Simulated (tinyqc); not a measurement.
# Worked calculation: on-chip interconnect, size-dependent resistivity and RC delay

Numbers from tinyqc (`OMP_NUM_THREADS=1 python tinyqc.py 2100049 2100050 out.jsonl`; about 0.01 s on one thread of a shared Intel Xeon 2.30GHz). Printed values are rounded.

A rectangular line between two neighbours and two ground planes. Surface and grain-boundary scattering are added to the bulk resistivity as corrections; capacitances are parallel-plate values without fringing; inductance is ignored.

Values chosen for this exercise; metal values close to those of tungsten:
- rho0 = 5.29 uohm cm (bulk resistivity)
- lam = 15.8 nm (bulk mean free path)
- ps = 0 (specular share of surface scattering)
- Rg = 0.27 (reflection coefficient of grain boundaries)
- gr = 0.7 (grain size over the metal width)
- wd = 22 nm (drawn line width)
- AR = 1.2 (aspect ratio, height over width)
- tl = 0.3 nm (liner on both walls and the bottom, not conducting)
- sp = 44 nm (space to the neighbouring lines)
- hd = 37 nm (dielectric height to the planes above and below)
- ek = 2.7 (relative permittivity of the dielectric)
- Mf = 0 (Miller factor of the neighbours)
- Lw = 380 um (line length)
- Rd = 800 ohm (driver resistance)
- Cl = 0.077 fF (load capacitance)
- dt = 98 ps (time step)

Constants: eps0 = 8.8541878128e-12 F/m. Results are converted to the units shown.

## Resistivity, resistance and capacitance per length

Metal width x = wd - 2 tl, height y = AR wd - tl; grain boundaries (Mayadas-Shatzkes): al = (lam/(gr x)) Rg/(1 - Rg), g = 1/[1 - 3 al/2 + 3 al^2 - 3 al^3 ln(1 + 1/al)] - 1; surfaces (Fuchs-Sondheimer, thick limit): s = (3/8) lam (1 - ps)(1/x + 1/y); rho = rho0 (1 + g + s); r = rho/(x y); c = eps0 ek (2 wd/hd + 2 Mf AR wd/sp).

x = 21.4 nm
y = 26.1 nm
al = 0.390109
g = 0.550220
s = 0.503881
rho = 10.8662 uohm cm
r = 194.546 ohm/um
c = 0.0284291 fF/um

rho is 2.05 times the bulk value; grain boundaries add more (0.550 against 0.504). The liner takes 3.83 % of the cross-section.

## Ladder and Elmore delays

7 equal pi sections: series Rs = r Lw/7; node capacitances c Lw/7, halved at nodes 0 and 7, with Cl added to node 7; Rd feeds node 0. Elmore delay of node k: the sum, over the resistors on the path to k, of resistance times all capacitance downstream of it.

Rs = 10561.1 ohm

```
node    C (fF)  Elmore delay (ps)
0     0.771648            8.70405
1      1.54330            115.460
2      1.54330            205.917
3      1.54330            280.075
4      1.54330            337.934
5      1.54330            379.495
6      1.54330            404.756
7     0.848648            413.719
```

The far-end value equals Rd (c Lw + Cl) + r Lw (c Lw/2 + Cl) for any number of pi sections; the line resistance contributes 97.9 % of it.

## Step 1: node voltages after a time step

v at t = 0, node 0 to 7 (V): 0  0  0  0  0  0  0  0

A 1 V step is applied behind Rd at t = 0. C dv/dt = -G v + b, with G the conductance matrix of the ladder (1/Rs between neighbours, 1/Rd added at node 0) and b = (1 V/Rd, 0, ...). Trapezoidal step: (C/dt + G/2) v(new) = (C/dt - G/2) v + b.

v at t = 1 dt, node 0 to 7 (V): 1.91307  1.08369  0.61478  0.35036  0.20248  0.12196  0.08200  0.06932

Node 0 overshoots the 1 V source: the trapezoidal rule rings on modes much faster than dt.

## Step 2: node voltages after a time step

As before.

v at t = 2 dt, node 0 to 7 (V): 0.089959  0.656151  0.719662  0.613566  0.478478  0.367841  0.298424  0.273718

## Course in time

A 1 V step is applied behind Rd at t = 0. C dv/dt = -G v + b, with G the conductance matrix of the ladder (1/Rs between neighbours, 1/Rd added at node 0) and b = (1 V/Rd, 0, ...). Trapezoidal step: (C/dt + G/2) v(new) = (C/dt - G/2) v + b. The last column solves the same ladder exactly by its modes.

Voltages (V):
```
t (ps)  node 0  node 3  node 7  node 7, exact
98.00    1.913  0.3504  0.0693         0.0842
196.0    0.090  0.6136  0.2737         0.2941
294.0    1.864  0.6336  0.4825         0.4706
392.0    0.144  0.7752  0.6054         0.6042
490.0    1.823  0.8046  0.7065         0.7041
588.0    0.189  0.8686  0.7830         0.7788
686.0    1.785  0.8959  0.8358         0.8347
784.0    0.229  0.9234  0.8794         0.8764
882.0    1.750  0.9448  0.9087         0.9076
980.0    0.266  0.9552  0.9327         0.9310
1078     1.715  0.9710  0.9494         0.9484
1176     0.300  0.9737  0.9624         0.9614
```

The far end of the ladder reaches 0.5 V at 313.3 ps, 0.757 of its Elmore delay (ln 2 = 0.693 for a single pole); the slowest mode has a time constant of 336.7 ps. The largest error of the trapezoidal steps at that node is 20 mV. Node 0 swings up and down from step to step: the trapezoidal rule does not damp modes much faster than dt, so these swings are numerical.
